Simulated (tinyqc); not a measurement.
From one set of inputs to another, one input at a time: five-frequency model of solute diffusion by vacancies in an fcc metal. Computed by tinyqc, a small Python program. Command: `OMP_NUM_THREADS=1 python tinyqc.py 3012247 3012248 out.jsonl fivefreq ladder`. One thread of a shared host (Intel(R) Xeon(R) Processor @ 2.30GHz), about 0.01 s of CPU time with the checks.

A vacancy next to the solute exchanges with it (w2), jumps to one of 4 sites that also neighbour the solute (w1) or to one of 7 that do not (w3); w4 is the reverse of w3 and w0 the host jump.

The inputs printed are set A. Inputs not listed in the table keep their values of set A, so the rows need not describe a real material.

Inputs (values chosen for the exercise, for a model solute in a host close to nickel): barrier E0 (host jump) = 1.08 eV; barrier E1 (vacancy circles the solute) = 1.2 eV; barrier E2 (exchange) = 0.853 eV; barrier E3 (dissociation) = 1.11 eV; binding energy E_b (positive for attraction) = -0.025 eV; vacancy formation energy E_f = 1.79 eV; formation entropy S_f = 1.4 k_B; attempt frequency nu = 4.2 THz; lattice constant a = 3.52 angstrom; temperature T = 1120 K.

Constants: k_B = 8.617333262e-05 eV/K.

Method:
- w_i = nu exp(-E_i/(k_B T)); detailed balance gives E4 = E3 - E_b.
- Manning: with y = w4/w0, 7F = 7 - (10 y^4 + 180.5 y^3 + 927 y^2 + 1341 y)/(2 y^4 + 40.2 y^3 + 254 y^2 + 597 y + 436); f2 = (2 w1 + 7F w3)/(2 w2 + 2 w1 + 7F w3).
- The mean cosine between successive solute jumps follows from f2 = (1 + c)/(1 - c).
- c_v = exp(S_f - E_f/(k_B T)); host D0 = a^2 c_v w0 x 0.7815; solute D2 = a^2 c_v exp(E_b/(k_B T)) w2 f2; 1 angstrom^2 = 1e-16 cm^2.

Each row keeps all changes above it:
```
input moved                                          from     to  correlation factor f2  ratio D2/D0     7F
set A                                                   -      -              1.854e-01    1.923e+00  5.738
barrier E2 (exchange) (eV)                          0.853  0.446              3.344e-03    2.353e+00  5.738
binding energy E_b (positive for attraction) (eV)  -0.025   0.13              2.423e-03    8.497e+00  3.937
temperature T (K)                                    1120    691              2.670e-05    1.276e+01  3.278
barrier E1 (vacancy circles the solute) (eV)          1.2  0.617              5.359e-02    2.561e+04  3.278
attempt frequency nu (THz)                            4.2    4.4              5.359e-02    2.561e+04  3.278
vacancy formation energy E_f (eV)                    1.79   1.14              5.359e-02    2.561e+04  3.278
barrier E0 (host jump) (eV)                          1.08  0.682              5.361e-02    3.204e+01  6.979
```

Where does the difference come from?

Correlation factor f2 goes from 0.185 to 0.0536, a factor 0.289 in all. The largest single move comes from barrier E1 (vacancy circles the solute) (a factor 2010), but it runs against the net change; the largest move in the direction of the net change is temperature T (a factor 0.0110). Ratio D2/D0 goes from 1.92 to 32.0, a factor 16.7 in all. The largest single move comes from barrier E1 (vacancy circles the solute) (a factor 2010), and barrier E0 (host jump) works against it (a factor 0.00125). 7F goes from 5.74 to 6.98, a factor 1.22 in all. The largest single move comes from barrier E0 (host jump) (a factor 2.13), and binding energy E_b (positive for attraction) works against it (a factor 0.686). The single moves hold for this order of the switches; the total does not depend on the order.

Extremes, crossings and ranges named in words are read from the listed rows.
